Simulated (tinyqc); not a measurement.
Worked calculation: finite-difference solution of the diffusion equation on a small grid. Computed by tinyqc, a small Python program that keeps every step. Command: `OMP_NUM_THREADS=1 python tinyqc.py 3029898 3029899 out.jsonl fdiff walk`. One thread of a shared host (Intel(R) Xeon(R) Processor @ 2.30GHz), about 0.01 s of CPU time with the checks. Intermediate numbers are printed to about 6 digits and carried at full precision; extremes and crossings named in words are read from the listed rows.

dC/dt = D d2C/dx2 on nodes x_j = j dx, j = 0..9; the far end is sealed.

Inputs (values chosen for the exercise): diffusivity D = 0.16 nm^2/s; grid spacing dx = 25 nm; time step dt = 2800 s; final time t_f = 84000 s; surface value C_s = 85 % of a reference.

Boundary at x = 0: fixed surface value. Scheme: implicit.

start values C_j, j = 0, 1, ... (% of a reference): [0, 0, 0, 0, 0, 0, 0, 0, 0, 0]

## Mesh ratio and operator

The operator M acts as (M C)_j = C_(j-1) - 2 C_j + C_(j+1); at the sealed far end a mirror node gives 2 C_(N-2) - 2 C_(N-1); at j = 0, C_0 is held at C_s from the start (row of zeros). r = D dt/dx^2.

mesh ratio r = 0.7168

operator M:
```
   0   1   2   3   4   5   6   7
0  0   0   0   0   0   0   0   0
1  1  -2   1   0   0   0   0   0
2  0   1  -2   1   0   0   0   0
3  0   0   1  -2   1   0   0   0
4  0   0   0   1  -2   1   0   0
5  0   0   0   0   1  -2   1   0
6  0   0   0   0   0   1  -2   1
7  0   0   0   0   0   0   1  -2
8  0   0   0   0   0   0   0   1
9  0   0   0   0   0   0   0   0

    8   9
0   0   0
1   0   0
2   0   0
3   0   0
4   0   0
5   0   0
6   0   0
7   1   0
8  -2   1
9   2  -2
```

## Amplification factors

The mode of M with eigenvalue mu has its amplitude multiplied per step by g = (1 + (1 - theta) r mu)/(1 - theta r mu), with theta = 0 explicit, 1 implicit, 1/2 Crank-Nicolson; the explicit scheme is stable for r up to 2/|mu_min|.

eigenvalues mu of M: [-3.96962, -3.73205, -3.28558, -2.68404, -2.00000, -1.31596, -0.71442, -0.26795, -0.03038, 0.00000]

factors g: [0.26005, 0.27210, 0.29805, 0.34201, 0.41091, 0.51459, 0.66133, 0.83888, 0.97868, 1.00000]

largest stable r of the explicit scheme = 0.503827

The smallest factor is 0.260: no mode changes sign, and all decay but one with mu = 0 where there is such a mode.

## Time step 1

C at the start (%): [85, 0, 0, 0, 0, 0, 0, 0, 0, 0]

With r = D dt/dx^2: (1 - theta r M) C(new) = (1 + (1 - theta) r M) C(old); theta = 0 explicit, 1 implicit, 1/2 Crank-Nicolson.

C after step 1 (%): [85.0000, 27.6938, 9.0229, 2.9397, 0.9578, 0.3121, 0.1018, 0.0335, 0.0119, 0.0070]

## Time step 2

The formulas are those given above.

C after step 2 (%): [85.0000, 41.7764, 18.1994, 7.4245, 2.9061, 1.1058, 0.4127, 0.1535, 0.0617, 0.0392]

## All steps

The run takes n = round(t_f/dt) steps of length t_f/n. The dose is the trapezoidal sum of C dx; the error is the largest difference from exp(M D t/dx^2) C(0), the exact time evolution on the same grid.

Course of the run:
```
step  t (s)      C_1      C_5  dose (% nm)  largest error
1      2800  27.6938   0.3121       2089.4        6.61350
2      5600  41.7764   1.1058       2864.0        5.07576
3      8400  49.7881   2.3651       3495.0        3.50983
4     11200  54.8298   3.9801       4035.6        2.53909
5     14000  58.2779   5.8233       4514.5        2.21976
6     16800  60.7944   7.7859       4948.3        1.90630
7     19600  62.7243   9.7881       5347.4        1.63628
...     ...      ...      ...          ...            ...
24    67200  73.5624  35.4344       9904.5        0.37752
25    70000  73.8428  36.5269      10104.4        0.36266
26    72800  74.1112  37.5904      10299.6        0.34988
27    75600  74.3690  38.6264      10490.1        0.34543
28    78400  74.6171  39.6363      10676.1        0.34233
29    81200  74.8565  40.6212      10857.9        0.33985
30    84000  75.0878  41.5822      11035.5        0.34227
```

C at the end (%): [85.0000, 75.0878, 65.4984, 56.5389, 48.4872, 41.5822, 36.0179, 31.9418, 29.4563, 28.6213]

largest error at t_f = 0.342272 %

final dose = 11035.5 % nm

final C_5 = 41.5822 %

The time-step error at the end is 0.34 on a scale of 85.0. The dose grows as material enters from the surface.

## The three schemes as the step is halved

Each run reaches t_f in n equal steps; errors are the largest difference from exp(M D t_f/dx^2) C(0). A dash marks unstable explicit runs.

Largest error at t_f (%):
```
steps n      r  explicit  implicit  Crank-Nicolson
4        5.376         -   2.53095     7.46083e+00
8        2.688         -   1.27376     2.82757e-01
16       1.344         -   0.63552     9.36818e-03
32       0.672         -   0.32110     2.35871e-03
64       0.336  0.163566   0.16138     5.90632e-04
128      0.168  0.081321   0.08090     1.47718e-04
256      0.084  0.040608   0.04050     3.69331e-05
```

From the last two rows, halving the step divides the error by 2.00 (explicit), 2.00 (implicit), 4.00 (Crank-Nicolson): a factor 2 marks first order in dt and 4 second order. The explicit scheme needs n of at least 43 to be stable; the other two are stable at any step.

Checks made by the program: matrix exponential against 4096 Crank-Nicolson steps (relative difference 2e-09).
